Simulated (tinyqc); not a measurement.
Leakage currents through a thin dielectric: one step, computed by the program tinyqc. Command: `OMP_NUM_THREADS=1 python tinyqc.py 3011098 3011099 out.jsonl leak walk`. One thread of a shared host (Intel(R) Xeon(R) Processor @ 2.30GHz), about 0.01 s of CPU time with the checks.

Electrons leave an electrode with Fermi energy E_F above its band bottom; barriers are counted from the Fermi level, and both electrodes are alike.

Question. Transmission at the Fermi level. Field F = V/t; equivalent oxide thickness 3.9 t/k. WKB: a layer of mass m, field F and barrier b(x) = b_0 - e F x gives the exponent (4 sqrt(2 m)/(3 hbar e F)) [b_0^(3/2) - max(b_0 - e F t, 0)^(3/2)] for b_0 > 0; b_0 = barrier - (E - E_F); the transmission is D(E) = exp(-sum of exponents), without image force.

Inputs (values chosen for the exercise, modelled on Ta2O5):

| quantity | value | unit |
|---|---|---|
| barrier height phi_B | 0.828 | eV |
| tunnelling mass m | 0.3 | m_0 |
| thickness t | 8.4 | nm |
| voltage V | 2.8 | V |

Stack: single layer.

Constants: m_0 = 9.1093837015e-31 kg; e = 1.602176634e-19 C; hbar = 1.054571817e-34 J s.

Give: exponent of the dielectric; transmission D(E_F).

Answer.

exponent of the dielectric = 8.457

transmission D(E_F) = 2.125e-04
